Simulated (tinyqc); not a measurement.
The diagram with and without ligand: potential-pH (Pourbaix) lines of a metal, its cation, its oxide and an oxyanion, with a complexing ligand. Computed by tinyqc, a small Python program. Command: `OMP_NUM_THREADS=1 python tinyqc.py 3016706 3016707 out.jsonl pourb walk`. One thread of a shared host (Intel(R) Xeon(R) Processor @ 2.30GHz), about 0.02 s of CPU time with the checks.

Potentials are against the standard hydrogen electrode; solids and water have unit activity; dG_f of M, H+ and the electron is zero; F = e N_A and s = R T ln(10)/F. The cation carries z = 2.

Inputs (values chosen for the exercise, modelled on iron):

| quantity | value | unit |
|---|---|---|
| dG_f of the cation | -77.83 | kJ/mol |
| dG_f of the oxide | -253.46 | kJ/mol |
| dG_f of the oxyanion | -308.51 | kJ/mol |
| dG_f of water | -237.14 | kJ/mol |
| temperature T | 298.15 | K |
| log10 of the dissolved activity a | -5 | - |
| log10 of the stability constant beta of ML | 9 | - |
| pKa of HL | 8.4 | - |
| total ligand c_L | 0.0011 | mol/L |

Species: M, M2+, MO, MO2(2-).

Constants: R = 8.314462618 J/(mol K); e = 1.602176634e-19 C; N_A = 6.02214076e+23 1/mol.

Method. M2+ + 2e = M; MO + 2H+ + 2e = M + H2O; MO2(2-) + 4H+ + 2e = M + 2H2O. For each, E0 = -dG/(z F), and E = E0 + (s/z) log10 a - (s n_H/z) pH, with no activity term for the oxide. The free ligand is c_L/(1 + 10^(pKa - pH)) (ligand in excess); dissolved metal is a in all, so the free cation is a/alpha, alpha = 1 + beta [L]; the cation line drops by (s/z) log10 alpha.

E0 (V): cation -0.403326, oxide -0.084572, oxyanion 0.859042

s = 0.0591593 V

Lines against the metal (V); the species with the lowest line is stable above it:

| pH | cation | oxide | oxyanion | stable above | cation with ligand | stable above, ligand |
|---|---|---|---|---|---|---|
| 0 | -0.55122 | -0.08457 | 0.71114 | cation | -0.55128 | dissolved |
| 2 | -0.55122 | -0.20289 | 0.47451 | cation | -0.55589 | dissolved |
| 4 | -0.55122 | -0.32121 | 0.23787 | cation | -0.60007 | dissolved |
| 5 | -0.55122 | -0.38037 | 0.11955 | cation | -0.62938 | dissolved |
| 6 | -0.55122 | -0.43953 | 0.00123 | cation | -0.65889 | dissolved |
| 7 | -0.55122 | -0.49869 | -0.11709 | cation | -0.68801 | dissolved |
| 8 | -0.55122 | -0.55785 | -0.23541 | oxide | -0.71379 | dissolved |
| 9 | -0.55122 | -0.61701 | -0.35372 | oxide | -0.72705 | dissolved |
| 10 | -0.55122 | -0.67617 | -0.47204 | oxide | -0.72961 | dissolved |
| 12 | -0.55122 | -0.79448 | -0.70868 | oxide | -0.72992 | oxide |
| 14 | -0.55122 | -0.91280 | -0.94532 | oxyanion | -0.72993 | oxyanion |

Without ligand the oxide holds 4 of the eleven rows (pH 8 to 12), with it 1 (pH 12). The ligand acts once beta [L] exceeds 1, from pH = pKa - log10(beta c_L) = 2.4 on; its line then falls by at most s/z per pH unit and flattens beyond pKa, 0.179 V below the free cation at most. The oxide line falls faster, by s per pH unit, so the oxide takes over again at higher pH.

Extremes, crossings and ranges named in words are read from the listed rows.
